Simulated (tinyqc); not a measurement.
Worked calculation: RHF in the sto-3g basis, for H3-, spin multiplicity 1. The basis has no diffuse functions, so it cannot describe the extra electron: this is an exercise in the method, not the real anion. One step of it, computed by the program tinyqc.

Task: Iteration 3: DIIS coefficients. Solve [B -1; -1 0][c; lambda] = [0; -1] for the coefficients, which sum to one.

B (overlaps of the stored error matrices):
```
[[6.0392497e-02, 2.9968902e-02, 1.2513675e-02],
 [2.9968902e-02, 1.4871634e-02, 6.2097299e-03],
 [1.2513675e-02, 6.2097299e-03, 2.5929058e-03]]
```

Give: DIIS coefficients.

Result:

DIIS coefficients: [-0.7435, 1.3226, 0.4210]
